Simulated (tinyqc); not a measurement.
Lossy on-chip transmission line with skin effect: one step of the calculation.

A uniform line in a homogeneous dielectric: c = sqrt(er)/(c0 Z0), l = Z0 sqrt(er)/c0 (c0 = 299792458 m/s), g = w c td, w = 2 pi f. The resistance joins its limits as r = sqrt(r_dc^2 + r_hf^2), with r_dc = rho/(wd th), r_hf = kr rho/(2 delta (wd + th)), delta = sqrt(rho/(pi f mu0)), mu0 = 4 pi 1e-7 H/m; this is an interpolation, and internal inductance, up to 0.05 nH/mm at low frequency, is neglected.

Task. Line constants. delta, r_dc, r_hf, r, l, c and g as defined.

Parameters, values chosen for the exercise: width of the strip wd = 4.9 um; thickness of the strip th = 2.2 um; resistivity rho = 2.9 uohm cm; relative permittivity er = 2.7; loss tangent td = 0.02; lossless impedance sqrt(l/c) Z0 = 45 ohm; factor for crowding and the return path kr = 1.5; frequency f = 19 GHz.

Give: delta; r_dc; r_hf; r; l; c; g.

Result.

delta = 0.6218 um
r_dc = 2.690 ohm/mm
r_hf = 4.927 ohm/mm
r = 5.613 ohm/mm
l = 0.2466 nH/mm
c = 121.8 pF/m
g = 0.2908 S/m

r is 2.09 times r_dc; the skin depth is 0.283 of the thickness.

Numbers from tinyqc (`OMP_NUM_THREADS=1 python tinyqc.py 2810201 2810202 out.jsonl`; about 0.01 s on one thread of a shared Intel Xeon 2.30GHz).
